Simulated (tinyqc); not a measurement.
Inside a calculation. Method: lattice vibrations of a chain. One step of it, computed by the program tinyqc.

Task: Dynamical matrix at q = 0.24. q is in units of 2 pi/a. A spring k from atom i to atom j, n cells on, adds k to Phi_ii and Phi_jj, -k exp(2 pi i q n) to Phi_ij and the conjugate to Phi_ji (for one atom a cell: 2k (1 - cos 2 pi q n)); D_ij = Phi_ij / sqrt(m_i m_j).

A chain moving along its axis:
```
atom   mass (u)  spring to the next atom (eV/angstrom^2)
1     72.400000                                 3.700000
2     54.200000                                21.200000
```

Give: D(q).

Result:

D(q) (eV/(angstrom^2 u)):
```
                 1                2
1           0.3439  -0.0803+0.3378i
2  -0.0803-0.3378i           0.4594
```
